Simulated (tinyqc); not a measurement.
Inside a calculation. Model: two-mode optical phonons of a ternary alloy from two coupled oscillators. Computed by tinyqc, a small Python program that keeps every step. Command: `OMP_NUM_THREADS=1 python tinyqc.py 3008202 3008203 out.jsonl twomode walk`. One thread of a shared host (Intel(R) Xeon(R) Processor @ 2.30GHz), about 0.01 s of CPU time with the checks. Intermediate numbers are printed to about 7 digits and carried at full precision; extremes and crossings named in words are read from the listed rows.

An alloy A(x)B(1-x)C has an A-C and a B-C bond oscillator. Each TO frequency moves linearly from the impurity mode (dilute end) to the TO of the pure crystal; each strength is proportional to the number of bonds.

Inputs (values chosen for the exercise, modelled on Al(x)Ga(1-x)As, with A-C the AlAs-like and B-C the GaAs-like bond): omega_TO of pure AC = 360.5 1/cm; omega_LO of pure AC = 401.7 1/cm; omega_TO of pure BC = 267.7 1/cm; omega_LO of pure BC = 292.1 1/cm; eps_inf of AC = 8.42; eps_inf of BC = 10.8; impurity mode of A in BC = 356.6 1/cm; impurity mode of B in AC = 252.9 1/cm; fraction x of A = 0.34; damping gamma = 3.4 1/cm; electron mass m* = 0.15 m_0.

Constants: e^2/(4 pi eps_0) = 14.39964548 eV angstrom; hbar^2/(2 m_0) = 3.80998212 eV angstrom^2; 1 THz = 33.35640952 1/cm; h x 1 THz = 4.135667696 meV.

## The two oscillators

omega_1 = (impurity mode of A) + x (omega_TO,AC - impurity mode of A); omega_2 = (impurity mode of B) + (1 - x)(omega_TO,BC - impurity mode of B); eps_inf = x eps_AC + (1 - x) eps_BC; strengths W_1 = x eps_AC (omega_LO,AC^2 - omega_TO,AC^2), W_2 = (1 - x) eps_BC (omega_LO,BC^2 - omega_TO,BC^2).

omega_1 (A-C, TO) = 357.926 1/cm

omega_2 (B-C, TO) = 262.668 1/cm

eps_inf = 9.9908

W_1 = 89899.48 1/cm^2

W_2 = 97362.21 1/cm^2

## LO modes, coupled by the field

eps(omega) = eps_inf + W_1/(omega_1^2 - omega^2) + W_2/(omega_2^2 - omega^2) = 0 is the eigenproblem of the matrix [[omega_1^2 + W_1/eps_inf, sqrt(W_1 W_2)/eps_inf], [sqrt(W_1 W_2)/eps_inf, omega_2^2 + W_2/eps_inf]] for omega_LO^2. Uncoupled values keep the diagonal alone. eps_s = eps_inf + W_1/omega_1^2 + W_2/omega_2^2.

matrix (1/cm^2):
```
[[137109.2, 9364.3],
 [9364.3, 78739.7]]
```

lower LO mode = 277.9823 1/cm

upper LO mode = 372.2563 1/cm

uncoupled values (1/cm): [280.6059, 370.2827]

eps_s = 12.10369

The field pushes the upper mode up by 1.97 and the lower one down by 2.62 per cm; the lower LO stays between the two TO modes.

## Share of the polar coupling

The polar coupling of mode j is c_j = (u_j . sqrt(W))^2/(eps_inf^2 omega_j^2), u_j its eigenvector and omega_j here its LO frequency; the c_j add up to 1/eps_inf - 1/eps_s. Froehlich constant alpha_j = (e^2/(4 pi eps_0)) c_j k_j/(2 E_j), E_j = h c omega_j, k_j = sqrt(m* E_j/(hbar^2/(2 m_0))).

c_j, lower and upper mode: [0.008893905, 0.008578751]

share of the upper mode = 0.4909815

alpha_j, lower and upper mode: [0.06843948, 0.05704608]

The upper mode holds 49 % of the coupling, against 33 % of the ionic part of eps_s for the upper oscillator: the field moves strength to the higher mode.

## Reflectivity

With damping, each denominator is omega_j^2 - omega^2 - i gamma omega; R = |(sqrt(eps) - 1)/(sqrt(eps) + 1)|^2.

Spectrum:
```
omega (1/cm)       Re eps      Im eps           R
247              23.38937    1.284964   0.4324967
263             -8.955141    104.9097   0.7689869
270             -12.00551    5.579966   0.8013100
278             0.1644522    1.354922   0.1497341
284              3.592269   0.7251404   0.1008920
336              13.65004   0.4988232   0.3296537
358              5.137450    73.75179   0.7125854
365             -8.125996    4.057942   0.7587027
372           -0.03225142    1.086902   0.1792933
380              3.215465   0.4571357  0.08318726
409              6.708180  0.09539032   0.1961900
```

## Modes across the composition range

The formulas are those given above.

Frequencies (1/cm):
```
x     TO, A-C  TO, B-C  lower LO  upper LO  coupling share of the upper LO     eps_s
0.02  356.678  267.404  291.1975  357.5823                       0.0410573  12.81576
0.10  356.990  266.220  287.7085  361.4034                       0.1841919  12.64278
0.20  357.380  264.740  283.5522  366.0045                       0.3288720  12.42187
0.35  357.965  262.520  277.5923  372.6978                       0.5012633  12.08056
0.50  358.550  260.300  271.8240  379.2865                       0.6407917  11.72697
0.65  359.135  258.080  266.1471  385.8796                       0.7603300  11.36071
0.80  359.720  255.860  260.4929  392.5566                       0.8675283  10.98139
0.90  360.110  254.380  256.7097  397.0867                       0.9347481  10.72103
0.98  360.422  253.196  253.6647  400.7699                       0.9870548  10.50834
```

The upper LO moves from 357.6 to 400.8 and the lower from 291.2 to 253.7 per cm. At each dilute end one LO-TO pair closes onto an impurity mode. The upper LO shifts by +0.44 per cm for each per cent of x near the middle, which is how Raman spectra measure composition. Its share of the polar coupling passes one half between x = 0.2 and 0.35.

Checks made by the program: generalised Lyddane-Sachs-Teller relation (relative difference below 1e-10); sum of the couplings (relative difference 1e-10).
